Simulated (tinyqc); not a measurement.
Raising U: Hubbard chain of 2 sites, mean field against exact. Computed by the program tinyqc. Collinear unrestricted mean field (the lowest of 40 random starts) against exact diagonalisation.

one-body matrix (hopping and site energies) (eV):
```
         1        2
1   0.0000  -0.8400
2  -0.8400   0.0000
```

electrons, up and down: 1  1

Exact and mean-field results (eV):

| U | U/t | E exact | E mean field | mean \|n_up - n_down\| | double occupancy, exact | first gap in the sector |
|---|---|---|---|---|---|---|
| 0.4200 | 0.5000 | -1.483074 | -1.470000 | 0.0000 | 0.2190 | 1.4831 |
| 0.8400 | 1.0000 | -1.311704 | -1.260000 | 0.0000 | 0.1894 | 1.3117 |
| 1.6800 | 2.0000 | -1.038297 | -0.840000 | 0.0005 | 0.1382 | 1.0383 |
| 2.5200 | 3.0000 | -0.840000 | -0.560000 | 0.7454 | 0.1000 | 0.8400 |
| 3.3600 | 4.0000 | -0.695879 | -0.420000 | 0.8660 | 0.0732 | 0.6959 |
| 6.7200 | 8.0000 | -0.396594 | -0.210000 | 0.9682 | 0.0264 | 0.3966 |
| 10.0800 | 12.0000 | -0.272626 | -0.140000 | 0.9860 | 0.0128 | 0.2726 |
| 16.8000 | 20.0000 | -0.166353 | -0.084000 | 0.9950 | 0.0049 | 0.1664 |

Estimate the missing row, U = 5.04.

Computed row:
```
U          U/t    E exact  E mean field  mean |n_up - n_down|  double occupancy, exact  first gap in the sector
5.0400  6.0000  -0.508663     -0.280000                0.9428                   0.0420                   0.5087
```

In absolute terms mean field is worst at U/t = 3.0, 0.280 eV too high: at small U it is nearly exact, and at large U it misses only exchange-scale energies. For the symmetric dimer the instability lies at U = 2t. Its local moments set in at U/t = 3.0 of those listed, a broken symmetry that the exact state of a finite cluster with equal spins does not have. Relative to the exact energy its error is 0.9 % at the smallest U, 50 % at most and 50 % at the largest. The double occupancy falls from 0.219 to 0.005; at the largest U the first gap is 0.99 times the exchange scale 4t^2/U.
